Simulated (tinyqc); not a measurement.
Undoped symmetric double-gate MOSFET, analytic potential model: two steps of the calculation.

An undoped body of thickness ts between two equal insulators and tied gates; long channel, electrons only, n = ni exp((psi - V)/Vt) with V the quasi-Fermi potential (0 at the source, Vd at the drain), constant mobility, no quantisation. Across the body psi(x) = V - 2 Vt ln[(ts/(2 beta)) sqrt(q ni/(2 eps0 eps_r Vt)) cos(2 beta x/ts)], x from the centre. Q is the electron charge per area of the whole body.

Parameters, values chosen for the exercise; material values close to those of silicon:
- T = 293 K (temperature)
- eps_r = 11.5 (relative permittivity of the semiconductor)
- ts = 15 nm (body thickness)
- mu = 120 cm^2/(V s) (channel mobility)
- L = 1 um (gate length)
- Vg = 0.34 V (gate voltage)
- Vd = 0.5 V (drain voltage)

Constants: q = 1.602176634e-19 C, kB = 1.380649e-23 J/K, Vt = kB T/q, eps0 = 8.8541878128e-14 F/cm where lengths are in cm. Results are converted to the units shown.

Question 1. beta at the source by Newton steps. With V = 0: f = ln(beta) - ln(cos beta) + 2 r beta tan(beta) - (Vg - V0)/(2 Vt); f' = 1/beta + tan(beta) + 2 r [tan(beta) + beta/cos^2(beta)]; beta(new) = beta - f/f'.

beta at the start = 0.5
r = 0.53892668
V0 = 0.38348961 V

Give: f; f'; beta after iteration 1.

Answer 1.

f = 0.5931
f' = 3.835
beta after iteration 1 = 0.3453

Question 2. Charges and drain current. beta (between 0 and pi/2) solves (Vg - V0 - V)/(2 Vt) = ln(beta) - ln(cos beta) + 2 r beta tan(beta). Q = 8 eps0 eps_r Vt beta tan(beta)/ts; I = mu (1/L)(4 eps0 eps_r/ts)(2 Vt)^2 [g(beta_s) - g(beta_d)] per width, g = beta tan(beta) - beta^2/2 + r beta^2 tan^2(beta), with beta_s at V = 0 and beta_d at V = Vd.

beta_s = 0.34712320
beta_d = 2.1175032e-5
r = 0.53892668

Wanted: Qs; Qd; g(beta_s); g(beta_d); I.

Answer 2.

Qs = 17.219 nC/cm^2
Qd = 6.1480e-8 nC/cm^2
g(beta_s) = 0.073831
g(beta_d) = 2.2419e-10
I = 0.061345 uA/um

The term r beta^2 tan^2(beta), which gives the square law, makes up 11.5 % of g at the source.

Computed by the program tinyqc: `OMP_NUM_THREADS=1 python tinyqc.py 2440069 2440070 out.jsonl`, one thread of a shared Intel Xeon 2.30GHz, about 0.02 s for the whole run.
